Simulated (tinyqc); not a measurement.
Inside a calculation: Gamma, L and X subbands of a thin body with non-parabolic valleys. Values are carried at full precision from step to step, so a last printed digit may differ when a step is redone from the rounded ones.

Hard walls, flat band, c = hbar^2/2m0, energies from the bulk Gamma edge. For a valley at angle theta to the normal 1/m_z = cos^2/ml + sin^2/mt and m_d = sqrt(ml mt^2/m_z). Subband n starts at E_v + e with e (1 + a e) = c (n pi/t)^2/m_z, and its density-of-states mass is taken as m_d (1 + 2 a e), without further growth at higher in-plane energy. Groups are named by valley and degeneracy.

Constants: hbar^2/2m0 = 3.80998211 eV angstrom^2; kB = 8.617333262e-05 eV/K.

Values chosen for the exercise (near those of a thin InP channel; the results hold for these values, not for the real material):
- face = 110 (surface)
- mG = 0.0808 m0 (Gamma mass)
- aG = 0.6 1/eV (Gamma non-parabolicity)
- EL = 0.591 eV (L edge above Gamma)
- mL = (1.58, 0.099) m0 (L valleys (four, along <111>): ml, mt)
- EX = 0.939 eV (X edge above Gamma)
- mX = (0.86, 0.263) m0 (X valleys (three, along <100>): ml, mt)
- aS = 0.6 1/eV (non-parabolicity of L and X)
- t = 24 angstrom (body thickness)
- Ns = 8 x 1e12/cm^2 (sheet density)
- T = 300 K (temperature)
- eot = 6 angstrom (equivalent oxide thickness)

## Valley groups

List degeneracy, edge, m_z, m_d and a.

Groups:
```
group  g  E_v (eV)     m_z     m_d  a (1/eV)
G1     1     0.000  0.0808  0.0808      0.60
L2     2     0.591  0.2639  0.2422      0.60
L2'    2     0.591  0.0990  0.3955      0.60
X2     2     0.939  0.4028  0.3843      0.60
X1     1     0.939  0.2630  0.4756      0.60
```

## Subband edges

n = 1 to 8 for each group; list the ten lowest.

Subbands:
```
subband  g  E (eV)  DOS mass
G1 n=1   1  0.5953    0.1385
L2 n=1   2  0.8097    0.3058
X2 n=1   2  1.0878    0.4529
L2' n=1  2  1.0969    0.6356
X1 n=1   1  1.1584    0.6008
L2 n=2   2  1.2885    0.4450
X2 n=2   2  1.4379    0.6144
G1 n=2   1  1.6326    0.2391
X1 n=2   1  1.6384    0.8747
L2 n=3   2  1.8564    0.6100
```

The lowest subband is G1 n=1, 214 meV below L2 n=1; in the bulk the lowest valley is Gamma.

## Filling and quantum capacitance

n_i = g m/(2 pi c) kB T ln(1 + exp((EF - E_i)/kB T)), sum n_i = Ns (1e12/cm^2 = 1e-4/angstrom^2), c = hbar^2/2m0. Quantum capacitance Cq = 1602.176634 sum g m/(2 pi c) f_i in microfarad/cm^2 with f_i = 1/(1 + exp((E_i - EF)/kB T)); Cox = 34.5313/eot (one gate); C/Cox = Cq/(Cq + Cox), the centroid term left out.

Over the ten listed subbands, named by valley (G, L, X), degeneracy and number.

EF = 0.7286 eV

n_i in the order of the list (1e12/cm^2): 7.719  0.281  0.000  0.000  0.000  0.000  0.000  0.000  0.000  0.000

Cq = 10.92 microfarad/cm^2
Cox = 5.755 microfarad/cm^2
C/Cox = 0.655

EF lies 133 meV above the lowest edge; Gamma holds 96 % of the electrons. The low density of states costs 35 % of the gate capacitance.

## Checks

- Cq against the slope dNs/dEF by finite differences, microfarad/cm^2: both 10.92.

(tinyqc, `OMP_NUM_THREADS=1 python tinyqc.py 1281714 1281715 out.jsonl`, Intel(R) Xeon(R) Processor @ 2.30GHz, 1 thread, shared host, about 0.03 s.)
